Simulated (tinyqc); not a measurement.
Input admittance of a MOSFET at zero drain bias: distributed channel and distributed gate: one step of the calculation.

Source and drain grounded, strong inversion, w = 2 pi f, Cox = eps0 eox/tox. The channel is an RC line of resistance 1/(mu Cox Vo) per square fed from both ends, so one finger has the intrinsic admittance y = i w Cox L tanh(g)/g per width, g = (1/2) sqrt(i w tau), tau = L^2/(mu Vo). The vertical resistance rv/L is in series with y, the overlaps 2 i w Cov in parallel: y_t = 1/(1/y + rv/L) + 2 i w Cov. The gate strip is a line of Rsh/L per length loaded by y_t, so a finger has Y = y_t Wf tanh(k)/k, k = (Wf/sd) sqrt(y_t Rsh/L); the device has Nf Y.

Problem. Low-frequency resistances and capacitance. Low-frequency limits, with c = Cox L and ct = c + 2 Cov: R_strip = Rsh Wf/(3 sd^2 L Nf), R_ch = (c/ct)^2 L/(12 mu Cox Vo Wf Nf), R_vert = (c/ct)^2 rv/(L Wf Nf), C = ct Wf Nf.

Inputs (values chosen for the exercise); values of the order met in silicon radio-frequency transistors: relative permittivity of the gate insulator (close to silicon dioxide) eox = 3.9; insulator thickness tox = 2.1 nm; channel length L = 0.08 um; finger width Wf = 0.85 um; number of fingers Nf = 32; channel mobility mu = 100 cm^2/(V s); gate overdrive Vo = 0.39 V; sheet resistance of the gate Rsh = 18 ohm/square; vertical resistivity of the gate stack rv = 0 ohm um^2; number of ends at which a finger is contacted sd = 1; overlap and fringe capacitance on each side Cov = 0.21 fF/um.

Constants: eps0 = 8.8541878128e-14 F/cm where lengths are in cm. Results are converted to the units shown.

Give: parts; sum; C; 1/(2 pi R C).

Solution.

parts (ohm): strip 1.992, channel 2.196, vertical 0
sum = 4.188 ohm
C = 47.21 fF
1/(2 pi R C) = 805.0 GHz

The channel term is the largest, 52.4 % of the sum.

Computed by the program tinyqc: `OMP_NUM_THREADS=1 python tinyqc.py 2262097 2262098 out.jsonl`, one thread of a shared Intel Xeon 2.30GHz, about 0.01 s for the whole run.
